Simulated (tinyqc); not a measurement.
From results back to parameters: propagation of a band-gap error through k.p and effective-mass formulas. Four cases, with inputs chosen for the exercise.

Problem. A calculation returned the electron mass below. With 1/me = 1 + Ep (E + 2 Dso/3)/(E (E + Dso)) and the given Ep and Dso, which gap E did it have, and by what factor is exp(-E/2kT) off against the gap Eg?

Constants: kB = 8.617333262e-05 eV/K.

Case 1.

Values chosen (reference values near those of CdTe, gap at low temperature; the results hold for these values, not for the real material): Eg = 1.591 eV (gap at Gamma to the s-like level); Dso = 0.923 eV (spin-orbit splitting); Ep = 18.5 eV (Kane energy); T = 300 K (temperature).

me = 0.0786950 m0

Case 2.

Values chosen (reference values near those of GaAs, gap at low temperature; the results hold for these values, not for the real material): Eg = 1.525 eV (gap at Gamma to the s-like level); Dso = 0.338 eV (spin-orbit splitting); Ep = 25.9 eV (Kane energy); T = 400 K (temperature).

me = 0.0923254 m0

Case 3.

Values chosen (reference values near those of InAs, gap at low temperature; the results hold for these values, not for the real material): Eg = 0.411 eV (gap at Gamma to the s-like level); Dso = 0.391 eV (spin-orbit splitting); Ep = 21.3 eV (Kane energy); T = 400 K (temperature).

me = 0.0244869 m0

Case 4.

Values chosen (reference values near those of InAs, gap at low temperature; the results hold for these values, not for the real material): Eg = 0.412 eV (gap at Gamma to the s-like level); Dso = 0.39 eV (spin-orbit splitting); Ep = 21.9 eV (Kane energy); T = 77 K (temperature).

me = 0.0114742 m0

Find: X = 1/me - 1; E; log10 of the factor.
Solution. X E^2 + (X Dso - Ep) E - (2/3) Ep Dso = 0 has one positive root; the factor is exp((Eg - E)/2kT).

Case 1.

X = 1/me - 1 = 11.707
E = 1.368 eV
log10 of the factor = 1.87

Case 2.

X = 1/me - 1 = 9.831
E = 2.531 eV
log10 of the factor = -6.34

Case 3.

X = 1/me - 1 = 39.838
E = 0.452 eV
log10 of the factor = -0.26

Case 4.

X = 1/me - 1 = 86.152
E = 0.198 eV
log10 of the factor = 7.00

Computed by tinyqc, one run a case: `OMP_NUM_THREADS=1 python tinyqc.py N N+1 out.jsonl` with N = 1880974, 1880975, 1880985, 1881021; one thread of a shared Intel(R) Xeon(R) Processor @ 2.30GHz, about 0.01 s a run at most.
